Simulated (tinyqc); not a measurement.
On-chip power grid, static voltage drop by conjugate gradients: two steps of the calculation.

A grid of 4 rows and 4 columns, node k = 4 row + column. Neighbours in a row are joined by Rx, in a column by Ry; pad nodes, which reach the supply through Rp: 0. Each node draws I0, node 15 draws kh I0. The drops u = Vdd - V solve G u = i, with G the conductance matrix (1/Rp added on the diagonal at pad nodes).

Values chosen for this exercise:
```
symbol  value  unit                                   meaning
Vdd         1     V                            supply voltage
Rx        0.5   ohm        resistance of a horizontal segment
Ry       0.52   ohm          resistance of a vertical segment
Rp       0.12   ohm  resistance from a pad node to the supply
I0        2.2    mA          load current of an ordinary node
kh          8              factor on the load at the hot node
```

Task 1. Conjugate-gradient step. q = G p; a = (r.r)/(p.q); u(new) = u + a p; r(new) = r - a q; b = (r.r)(new)/(r.r); p(new) = r(new) + b p.

u at the start (mV):

|  | col 0 | col 1 | col 2 | col 3 |
|---|---|---|---|---|
| row 0 | 0 | 0 | 0 | 0 |
| row 1 | 0 | 0 | 0 | 0 |
| row 2 | 0 | 0 | 0 | 0 |
| row 3 | 0 | 0 | 0 | 0 |

r at the start (mA):

|  | col 0 | col 1 | col 2 | col 3 |
|---|---|---|---|---|
| row 0 | 2.2 | 2.2 | 2.2 | 2.2 |
| row 1 | 2.2 | 2.2 | 2.2 | 2.2 |
| row 2 | 2.2 | 2.2 | 2.2 | 2.2 |
| row 3 | 2.2 | 2.2 | 2.2 | 17.6 |

p at the start (mA):

|  | col 0 | col 1 | col 2 | col 3 |
|---|---|---|---|---|
| row 0 | 2.2 | 2.2 | 2.2 | 2.2 |
| row 1 | 2.2 | 2.2 | 2.2 | 2.2 |
| row 2 | 2.2 | 2.2 | 2.2 | 2.2 |
| row 3 | 2.2 | 2.2 | 2.2 | 17.6 |

Wanted: q; a; u after iteration 1; r after iteration 1; b; p after iteration 1.

Result 1.

q (mA S):

|  | col 0 | col 1 | col 2 | col 3 |
|---|---|---|---|---|
| row 0 | 18.33 | 0.00 | 0.00 | 0.00 |
| row 1 | 0.00 | 0.00 | 0.00 | 0.00 |
| row 2 | 0.00 | 0.00 | 0.00 | -29.62 |
| row 3 | 0.00 | 0.00 | -30.80 | 60.42 |

a = 0.3939 ohm

u after iteration 1 (mV):

|  | col 0 | col 1 | col 2 | col 3 |
|---|---|---|---|---|
| row 0 | 0.867 | 0.867 | 0.867 | 0.867 |
| row 1 | 0.867 | 0.867 | 0.867 | 0.867 |
| row 2 | 0.867 | 0.867 | 0.867 | 0.867 |
| row 3 | 0.867 | 0.867 | 0.867 | 6.932 |

r after iteration 1 (mA):

|  | col 0 | col 1 | col 2 | col 3 |
|---|---|---|---|---|
| row 0 | -5.02 | 2.20 | 2.20 | 2.20 |
| row 1 | 2.20 | 2.20 | 2.20 | 2.20 |
| row 2 | 2.20 | 2.20 | 2.20 | 13.87 |
| row 3 | 2.20 | 2.20 | 14.33 | -6.20 |

b = 1.358

p after iteration 1 (mA):

|  | col 0 | col 1 | col 2 | col 3 |
|---|---|---|---|---|
| row 0 | -2.03 | 5.19 | 5.19 | 5.19 |
| row 1 | 5.19 | 5.19 | 5.19 | 5.19 |
| row 2 | 5.19 | 5.19 | 5.19 | 16.85 |
| row 3 | 5.19 | 5.19 | 17.32 | 17.71 |

Task 2. Worst drop, pad currents and power lost. Pad current u/Rp; worst drop as a share of Vdd; power lost in the grid and pads sum_k i_k u_k; power delivered sum_k i_k (Vdd - u_k).

converged u (mV):

|  | col 0 | col 1 | col 2 | col 3 |
|---|---|---|---|---|
| row 0 | 6.072000 | 18.279960 | 24.714310 | 27.648877 |
| row 1 | 18.543722 | 23.140515 | 27.210084 | 29.556827 |
| row 2 | 25.090778 | 27.405382 | 30.353598 | 32.761389 |
| row 3 | 28.086647 | 29.867291 | 32.915155 | 37.326054 |

Give: worst drop; share of Vdd; pad currents; power lost; power delivered.

Result 2.

worst drop = 37.326 mV
share of Vdd = 3.7326 %
pad currents (mA): node 0 50.600
power lost = 1.4966 mW
power delivered = 49.103 mW

The pad currents add up to the total load, 50.60 mA. The worst drop is at node 15; the hot node is 15.

Computed by the program tinyqc: `OMP_NUM_THREADS=1 python tinyqc.py 2770105 2770106 out.jsonl`, one thread of a shared Intel Xeon 2.30GHz, about 0.08 s for the whole run.
